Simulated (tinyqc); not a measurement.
The liquidus: liquidus of a compound AB in a simple-solution melt, liquid-phase epitaxy and vapour pressures. Computed by tinyqc, a small Python program. Command: `OMP_NUM_THREADS=1 python tinyqc.py 3013848 3013849 out.jsonl liq35 walk`. One thread of a shared host (Intel(R) Xeon(R) Processor @ 2.30GHz), about 0.04 s of CPU time with the checks.

x is the atom fraction of B in the melt. The melt is a simple solution: R T ln gamma_B = W (1 - x)^2, R T ln gamma_A = W x^2, W = a + b T. The solid AB is stoichiometric.

Inputs (values chosen for the exercise, modelled on InAs for the melt):
```
quantity               value       unit
melting point T_F       1215          K
entropy of fusion S_F   62.5  J/(mol K)
interaction a             17     kJ/mol
interaction slope b      -42  J/(mol K)
```

Constants: R = 8.314462618 J/(mol K).

Method. Liquidus (Vieland): f(x) = R T ln[4 x (1 - x)] + 2 W (1/2 - x)^2 + S_F (T_F - T) = 0.

Solubility; ideal: W = 0; dilute: (1/4) exp[-(S_F (T_F - T) + W/2)/(R T)]:
```
T (K)           x       ideal      dilute  W (kJ/mol)
608    3.1992e-04  1.3765e-04  3.2017e-04      -8.536
705    3.1546e-03  1.0884e-03  3.1875e-03     -12.610
802    1.7029e-02  5.2369e-03  1.8201e-02     -16.684
899    5.6296e-02  1.8129e-02  7.1362e-02     -20.758
996    1.2652e-01  5.0418e-02  2.1442e-01     -24.832
1094   2.2654e-01  1.2431e-01  5.3448e-01     -28.948
1166   3.2936e-01  2.3978e-01  9.4815e-01     -31.972
1203   4.1652e-01  3.6561e-01  1.2394e+00     -33.526
```

x over the ideal value is 2.32 in the first row and 1.14 in the last, and lies between 1.14 and 3.25: W > 0 lowers the solubility and W < 0 raises it, by about exp(-W/(2 R T)) when dilute. The dilute form is within 5 % in 2 of the eight rows. Near T_F the liquidus closes as a parabola about x = 1/2.

Extremes, crossings and ranges named in words are read from the listed rows.
